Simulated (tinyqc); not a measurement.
Capacitance measurement on a leaky thin oxide: effects of series resistance and leakage: one step of the calculation.

The device is a capacitance C in parallel with a leakage conductance G, in series with Rs and Ls. An impedance meter reports either a parallel pair (Cp, Gp) from Y = 1/Z = Gp + i w Cp or a series pair (Cs, Rm) from Z = Rm + 1/(i w Cs); w = 2 pi f, dissipation D = Gp/(w |Cp|).

Task. What the meter reports. Z = Rs + i w Ls + 1/(G + i w C).

Inputs (values chosen for the exercise); values of the order met in thin-oxide MOS capacitors: series resistance Rs = 190 ohm; series inductance Ls = 0 nH; measuring frequency f = 50000 Hz.

C = 2.6987410 pF
G = 5.6666667 uS

Wanted: Z; Cp; Gp; Cs; D.

Result.

Z = (1.7280-0.2583i) x 1e5 ohm
Cp = 2.6929 pF
Gp = 5.6607 uS
Cs = 123.26 pF
D = 6.6911

Cp is 0.21 % below C and Cs is 45.7 times it; G Rs = 0.00108, w C Rs = 1.61e-4 and G/(w C) = 6.68.

Numbers from tinyqc (`OMP_NUM_THREADS=1 python tinyqc.py 2022179 2022180 out.jsonl`; about 0.01 s on one thread of a shared Intel Xeon 2.30GHz).
